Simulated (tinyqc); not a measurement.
Classical Heisenberg spin chain: exact results, Metropolis, heat-bath and over-relaxation steps, and a Monte Carlo run: one step, computed by the program tinyqc. Command: `OMP_NUM_THREADS=1 python tinyqc.py 3130060 3130061 out.jsonl heismc walk`. One thread of a shared host (Intel(R) Xeon(R) Processor @ 2.30GHz), about 0.2 s of CPU time with the checks.

E = -J sum_i s_i . s_(i+1) for unit vectors s_i on an open chain; K = J/(k_B T).

Task: Exact results. Each bond angle is independent, so u = <s_i . s_(i+1)> = coth K - 1/K, <s_i . s_(i+n)> = u^n, correlation length xi = -1/ln|u|, energy per bond -J u, heat capacity per bond c/k_B = 1 - K^2/sinh^2 K, and for the long chain chi = mu^2 (1 + u)/(3 k_B T (1 - u)) per spin.

Inputs (values chosen for the exercise, for a model chain of large moments): coupling J = 38 meV; temperature T = 163 K; moment mu = 4.9 mu_B.

Constants: k_B = 8.617333262e-05 eV/K; mu_B = 5.7883818060e-05 eV/T.

Give: K; u; xi; energy per bond; heat capacity; chi over the Curie value; chi.

Result:

K = 2.705

u = 0.6393

xi = 2.236 sites

energy per bond = -24.29 meV

heat capacity = 0.8680 k_B/bond

chi over the Curie value = 4.545

chi = 0.1499 mu_B/T per spin
